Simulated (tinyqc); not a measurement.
Sharpness of the interface: valley splitting of a silicon quantum well in envelope theory.

The well lies at 0 < z < L; U(z) = V0 [1/(1 + exp(z/w)) + 1/(1 + exp((L - z)/w))] - e F z, 1 mV/nm = 1e-4 eV/angstrom. The envelope psi solves -(c/ml) psi'' + U psi = E psi, c = hbar^2/2m0, by three-point differences on a grid of 0.1 angstrom from -40 to L + 40 angstrom. The two valleys at +/- k0 couple through D = C0 times the integral of exp(-i q z) U(z) psi^2, q = 2 k0 (2 pi/a), and split by Ev = 2|D|.

Random alloy: with Y(z) = Yw + (Yb - Yw) B(z), B the bracket in U, and in-plane density exp(-r^2/ad^2)/(pi ad^2), D gains a random complex part of variance sigma^2 = (C0^2/pi)(a^2 V0/(8 ad (Yb - Yw)))^2 (4/a) times the integral of psi^4 Y (1 - Y). Alone it gives a mean splitting sqrt(pi) sigma; together with the smooth part the rms splitting is 2 sqrt(|D|^2 + sigma^2).

Constants: hbar^2/2m0 = 3.80998211 eV angstrom^2.

Parameters, chosen for this exercise (near those of a strained Si well in SiGe; the results hold for these values, not for the real material): L = 84 angstrom (well width); V0 = 0.2 eV (conduction offset); ml = 0.933 m0 (mass along z); F = 5.3 mV/nm (field pressing towards the upper interface); k0 = 0.848 2 pi/a (valley position); a = 5.431 angstrom (lattice constant); C0 = 0.242 (Bloch overlap factor); Yb = 0.29 (Ge share of the barrier); Yw = 0.05 (Ge share of the well); ad = 190 angstrom (dot radius); ws = (0.2, 0.7, 1.1, 1.4, 2.2, 2.7, 4.2) angstrom (interface widths).

The smooth part 2|D| and the disorder part against w, beside y/sinh(y) with y = pi q w. The 12 to 88 % width of the step is 4w.

Results:
```
w (angstrom)  4w (angstrom)  2|D| (micro-eV)  y/sinh(y)  sqrt(pi) sigma (micro-eV)
0.2                     0.8           101.74       0.79                      106.7
1.1                     4.4             2.11      0.015                      106.7
1.4                     5.6             0.44     0.0031                      106.8
2.2                     8.8             0.01    3.5e-05                      106.9
2.7                    10.8             0.00    2.0e-06                      107.0
4.2                    16.8             0.00    3.0e-10                      108.0
```

Give the missing row, w (angstrom) = 0.7.

Computed row:
```
w (angstrom)  4w (angstrom)  2|D| (micro-eV)  y/sinh(y)  sqrt(pi) sigma (micro-eV)
0.7                     2.8            15.28       0.12                      106.7
```

The smooth part needs a Fourier component of U psi^2 at a wavelength of 3.20 angstrom; from the first row to the third it falls by a factor 48.2, while y/sinh(y) falls by 51 (the envelope near the step and the phase between the two interfaces change too). The disorder part goes from 106.7 to 108.0 micro-eV. It exceeds the smooth part in every row.

Computed by tinyqc, a small Python program: `OMP_NUM_THREADS=1 python tinyqc.py 1250949 1250950 out.jsonl` (the numbers bound the seed that draws the inputs); one thread of a shared host (Intel(R) Xeon(R) Processor @ 2.30GHz), about 0.07 s for the whole set of steps.
